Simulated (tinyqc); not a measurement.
# Regular and subregular solution with a miscibility gap, step by step

A worked calculation. Computed by tinyqc, a small Python program that keeps every step. Command: `OMP_NUM_THREADS=1 python tinyqc.py 3005238 3005239 out.jsonl regsol walk`. One thread of a shared host (Intel(R) Xeon(R) Processor @ 2.30GHz), about 0.01 s of CPU time with the checks. Intermediate numbers are printed to about 5 digits and carried at full precision; extremes and crossings named in words are read from the listed rows.

Per mole of mixing sites: G(x) = x (1 - x) [L0 + L1 (1 - 2x)] + R T [x ln x + (1 - x) ln(1 - x)], x the fraction of B.

Inputs (values chosen for the exercise, for a model alloy): interaction L0 = 8.01 kJ/mol; size misfit eta = d ln a/dx = 0.021; asymmetry L1 = 0.26 kJ/mol; temperature T = 299 K; overall fraction x0 = 0.59; coherency modulus Y = 167 GPa; molar volume V_m = 10.1 cm^3/mol; gradient coefficient kappa = 1.1e-09 J/m; start value s0 = 0.01.

Source of L0: given.

Constants: R = 8.314462618 J/(mol K).

## Interaction parameter

L0 and eta are given.

L0 = 8.01 kJ/mol

eta = 0.021

## G, chemical potentials and activities

G' = L0 (1 - 2x) + L1 (1 - 6x + 6x^2) + R T ln[x/(1 - x)]; G'' = -2 L0 - 6 L1 (1 - 2x) + R T/[x (1 - x)]. mu_A = G - x G', mu_B = G + (1 - x) G', activity = exp(mu/(R T)).

G, G'' and activities at x = 0.02, 0.1, 0.2, 0.35, 0.5, 0.65, 0.8, 0.9, 0.98:
```
x     G (kJ/mol)  G'' (kJ/mol)  activity of A  activity of B
0.02    -0.08184        109.32         0.9814         0.4842
0.10    -0.06854         10.35         0.9320         1.4306
0.20     0.06255         -1.42         0.9185         1.5937
0.35     0.23045         -5.56         0.9845         1.3415
0.50     0.27932         -6.08         1.1486         1.0900
0.65     0.19496         -4.62         1.3898         0.9450
0.80     0.01263          0.45         1.5516         0.9017
0.90    -0.10598         12.85         1.2923         0.9269
0.98    -0.09162        112.32         0.4025         0.9811
```

G'' is negative at 4 of the nine compositions (0.2, 0.35, 0.5, 0.65), where the solution is unstable.

## Critical point

The spinodal is G'' = 0, R T_s(x) = x (1 - x) [2 L0 + 6 L1 (1 - 2x)]; the critical point is its maximum.

critical composition x_c = 0.47583

critical temperature T_c = 482.83 K

L1 > 0 moves the top of the gap to the A-rich side and raises it by 1.1 K over L0/(2 R).

## Spinodal at T

Solve G'' = 0 on each side of x_c.

spinodal x_s1 = 0.17753

spinodal x_s2 = 0.79232

Caution: at such a low temperature diffusion in a solid alloy is normally frozen, so this equilibrium would not be reached.

## First Newton step for the common tangent

Common tangent: F1 = G'(x1) - G'(x2) = 0 and F2 = [G - x G'](x1) - [G - x G'](x2) = 0. Newton step: J = [[G''(x1), -G''(x2)], [-x1 G''(x1), x2 G''(x2)]], J dx = -F; a step that would leave 0 < x < 1 is halved until it stays inside. The start is x1 = s0, x2 = 1 - s0.

F (kJ/mol): F1 -7.1476, F2 3.8185

J (kJ/mol):
$$\begin{pmatrix}
233.56 & -236.62 \\
-2.34 & 234.26
\end{pmatrix}$$

new (x1, x2): [0.02423, 0.97384]

## Binodal by Newton steps

Stop when the step is below 1e-12, or when x1 and x2 meet within 1e-5; residuals under 1e-7 are shown as 0.

Iteration:
```
step        x1       x2  F1 (kJ/mol)  F2 (kJ/mol)
1     0.010000  0.99000  -7.1476e+00   3.8185e+00
2     0.024232  0.97384  -2.9638e+00   1.6265e+00
3     0.039369  0.95413  -8.2308e-01   4.7663e-01
4     0.046359  0.94262  -1.0217e-01   6.6791e-02
5     0.047208  0.94041  -2.2090e-03   1.7752e-03
6     0.047217  0.94035  -1.4312e-06   1.3636e-06
7     0.047217  0.94035            0            0
```

solubility limit x1 = 0.047217

solubility limit x2 = 0.94035

Converged: the gap runs from 0.04722 to 0.9403, outside the spinodal as it must.

## Lever rule at x0

Inside the gap the B-rich phase has the fraction f = (x0 - x1)/(x2 - x1), and the gain is (1 - f) G(x1) + f G(x2) - G(x0); outside it one phase remains.

fraction f of the B-rich phase = 0.60773

free energy of decomposition = -359.83 J/mol

x0 lies inside the chemical spinodal: coherency strain aside, small waves of composition grow without a barrier.

## Fastest-growing wave

Linear Cahn-Hilliard theory, coherency strain left out, with energy density G/V_m + kappa (grad x)^2: the rate goes as -k^2 (G''/V_m + 2 kappa k^2), so k_c^2 = -G''/(2 kappa V_m), the fastest wave has k_m = k_c/sqrt(2) and length 2 pi/k_m.

G''(x0) = -5.4621 kJ/mol

k_c = 0.49580 1/nm

fastest wavelength = 17.922 nm

## Coherent spinodal

If the lattice stays coherent, G'' gains 2 eta^2 Y V_m (eta = d ln a/dx, Y the biaxial modulus, E/(1 - nu) if isotropic), which is L0 replaced by L0 - eta^2 Y V_m (1 GPa cm^3/mol = 1 kJ/mol); the program reports 0 if the result is below its cutoff 3.5 |L1|.

eta^2 Y V_m = 0.74383 kJ/mol

top of the coherent spinodal = 438.21 K

Coherency strain lowers the top by 45 K.

## The phase diagram

For this table each start is x_s1/6 and 1 - (1 - x_s2)/6. The dilute estimate of x1 is exp(-(L0 + L1)/(R T)).

Binodal and spinodal:
```
T (K)  binodal x1  spinodal x_s1  spinodal x_s2  binodal x2  dilute estimate of x1
193     0.0061271        0.10376        0.87670     0.99142              0.0057783
241      0.018516        0.13501        0.84064     0.97552               0.016128
290      0.041592        0.17051        0.80024     0.94713               0.032392
338      0.077617        0.21027        0.75570     0.90425               0.052720
386       0.13230        0.25774        0.70346     0.84111               0.076015
435       0.22119        0.32164        0.63472     0.74198                0.10162
464       0.31074        0.37857        0.57493     0.64562                0.11723
```

The dilute estimate is 0.94 of x1 at the lowest T and 0.38 at the highest: it drops the pull of the other solutes and the impurity of the second phase. Near the top the binodal is 1.71 times as wide as the spinodal; the mean-field limit at T_c is sqrt(3) = 1.73. The gap is lopsided: at the lowest T, A dissolves 0.0061 of B and B dissolves 0.0086 of A.

Checks made by the program: binodal against the lower hull of G on 40001 points (relative difference 1e-05).
